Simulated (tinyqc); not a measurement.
From results back to parameters: smearing for a one-band metal on the square lattice. Three cases, with inputs chosen for the exercise.

Problem. With Gaussian smearing, f = erfc(x)/2, s = exp(-x^2)/(2 sqrt(pi)), x = (E_k - mu)/sigma and free energy F = E - sigma S, small widths give F(sigma) = E0 - D sigma^2/4, where D is the density of states at the Fermi level (both spins, per cell). F at two widths was computed from hidden E0 and D.

Case 1.

Values chosen: s1 = 0.096 eV; s2 = 0.192 eV.
F(s1) = -1.3860149 eV
F(s2) = -1.4013595 eV

Case 2.

Values chosen: s1 = 0.068 eV; s2 = 0.136 eV.
F(s1) = -0.7193052 eV
F(s2) = -0.7214206 eV

Case 3.

Values chosen: s1 = 0.079 eV; s2 = 0.158 eV.
F(s1) = -1.1357187 eV
F(s2) = -1.1423747 eV

Find: D; E0.

Solution. D = 4 (F(s1) - F(s2))/(s2^2 - s1^2); E0 = F(s1) + D s1^2/4.

Case 1.

D = 2.220 1/eV
E0 = -1.3809 eV

Case 2.

D = 0.610 1/eV
E0 = -0.7186 eV

Case 3.

D = 1.422 1/eV
E0 = -1.1335 eV

Computed by tinyqc, one run a case: `OMP_NUM_THREADS=1 python tinyqc.py N N+1 out.jsonl` with N = 1681628, 1681751, 1681969; one thread of a shared Intel(R) Xeon(R) Processor @ 2.30GHz, about 0.08 s a run at most.
